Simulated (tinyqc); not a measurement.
Exact and approximate size effects: heat flow across a film from the phonon Boltzmann equation in the relaxation-time approximation. Computed by tinyqc, a small Python program. Command: `OMP_NUM_THREADS=1 python tinyqc.py 3011525 3011526 out.jsonl slabbte walk`. One thread of a shared host (Intel(R) Xeon(R) Processor @ 2.30GHz), about 0.01 s of CPU time with the checks.

Two black walls, hot at x = 0 and cold at x = L, emit phonons isotropically. For one free path Lambda, with tau = x/Lambda, tau_L = L/Lambda and phi = (T - T_cold)/Delta T, energy balance gives phi(tau) = (1/2) [E2(tau) + int_0^tau_L phi(s) E1(|tau - s|) ds]; E_n are the exponential integrals. The flux over the ballistic flux C v Delta T/4 is psi = 1 - 2 int_0^tau_L phi(s) E2(s) ds, and kappa_eff/kappa = (3/4) tau_L psi. kappa = C v Lambda/3 is an input, so at fixed kappa a longer free path means a smaller C v.

Inputs (values chosen for the exercise, modelled on silicon carbide): free path Lambda_1 = 110 nm; free path Lambda_2 = 1400 nm; share f_2 of kappa = 0.2.

Free-path groups: two.

Method:
- Cut the film into n equal cells with constant phi, collocated at the centres c_i: the kernel integrates to A_ij = |E2(|c_i - e_j|) - E2(|c_i - e_(j+1)|)|/2 for cell edges e_j, and A_ii = 1 - E2(half a cell); solve (1 - A) phi = E2(c)/2; psi = 1 - 2 sum_j phi_j [E3(e_j) - E3(e_(j+1))].
- Each group is solved on its own with 150 and 300 cells, psi = (4 psi(300) - psi(150))/3, and weighted by its share of kappa (f_1 is what the others leave); exchange of energy between groups inside the film is left out.
- Two-flux: kappa_eff/kappa = sum f_i/(1 + 4 Lambda_i/(3 L)). Matthiessen with the thickness: sum f_i/(1 + Lambda_i/L). Ballistic limit: sum f_i 3 L/(4 Lambda_i).

Kappa_eff/kappa:

| L (nm) | Boltzmann | two-flux | Matthiessen | ballistic limit |
|---|---|---|---|---|
| 3.3 | 0.017848 | 0.017957 | 0.023771 | 0.018354 |
| 11 | 0.056112 | 0.056986 | 0.074286 | 0.061179 |
| 28 | 0.12783 | 0.13120 | 0.16624 | 0.15573 |
| 66 | 0.24700 | 0.25511 | 0.30900 | 0.36707 |
| 160 | 0.42101 | 0.43318 | 0.49459 | 0.88987 |
| 440 | 0.62740 | 0.63815 | 0.68783 | 2.4471 |
| 1100 | 0.77225 | 0.78004 | 0.81527 | 6.1179 |
| 2800 | 0.87493 | 0.88018 | 0.90309 | 15.573 |

What follows from these numbers?

The two-flux formula lies above the Boltzmann result by at most about 3.3 % (at L = 66 nm); the Matthiessen form is high by up to 33 %, since it misses the factor 3/4 of the ballistic limit. The thinnest film reaches 97 % of that limit, and the thickest, 25 Lambda_1, only 87 % of the bulk value: the long free paths keep the size effect alive far beyond Lambda_1. Rows below about 10 nm are near the phonon wavelength, where a particle picture fails.
